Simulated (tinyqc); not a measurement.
## Read current of a NAND string, cells in series solved by shooting: read current against the number of cells

Cells in series, numbered from 0 at the source line (0 V) to the bit line, each followed by a gap resistance Rg. A cell with gate Vg, threshold VT, source Vs and drain Vd passes I = 2 nf K Vt^2 [F(Vs) - F(Vd)]/(1 + th max(Vg - VT, 0)), F(V) = ln^2(1 + exp((Vg - VT - nf V)/(2 nf Vt))). The selected cell has Vg = Vr, the others Vg = Vp.

For a trial current I start at 0 V and, cell by cell, solve for the drain: sqrt(F(Vd)) = sqrt(F(Vs) - I/k), k = 2 nf K Vt^2/(1 + th max(Vg - VT, 0)), Vd = [Vg - VT - 2 nf Vt ln(exp(sqrt F) - 1)]/nf, then add I Rg. The string current is the I for which the last node reaches Vbl. The apparent threshold is the Vr at which I = Is. Background: all other cells erased (VT = Ve) or all in the highest state (VT = Vh); ratio and shift are high over erased and high minus erased. The selected cell is in the middle, cell n/2.

Inputs (values chosen for the exercise); values of the order met in vertical NAND strings:
- T = 300 K (temperature)
- K = 14 uA/V^2 (gain factor of a cell)
- nf = 2.3 (slope factor)
- th = 0.12 1/V (mobility reduction factor)
- Rg = 19 kohm (resistance of the gap between cells)
- Vbl = 0.4 V (bit-line voltage)
- Vp = 6.1 V (pass voltage)
- Ve = -0.7 V (threshold of an erased cell)
- Vh = 3.5 V (threshold of the highest state)
- Vx = 0.3 V (threshold of the selected cell)
- Is = 50 nA (sensing current)
- Vr = 2.17 V (read voltage on the selected word line)

Constants: q = 1.602176634e-19 C, kB = 1.380649e-23 J/K, Vt = kB T/q. Results are converted to the units shown.

Read current against the number of cells:
columns A: n; B: I, others erased (uA); C: I, others high (uA); D: ratio; E: apparent VT, erased (V); F: apparent VT, high (V); G: background shift (mV)
```
A        B        C       D       E       F      G
8    1.119   0.7700  0.6880  0.3974  0.4053  7.962
16  0.5946   0.3910  0.6575  0.4151  0.4312  16.07
32  0.3067   0.1970  0.6421  0.4507  0.4834  32.73
64  0.1558  0.09885  0.6344  0.5221  0.5902  68.12
96  0.1044  0.06598  0.6318  0.5940  0.7060  112.0
```

With erased neighbours the current falls from 1.12 to 0.104 uA, as n^(-0.91) between the first two rows and n^(-0.99) between the last two (-1 once the series resistance rules). The ratio falls from 0.688 to 0.632 and the background shift rises from 7.96 to 112 mV.

Numbers from tinyqc (`OMP_NUM_THREADS=1 python tinyqc.py 2142240 2142241 out.jsonl`; about 0.4 s on one thread of a shared Intel Xeon 2.30GHz).
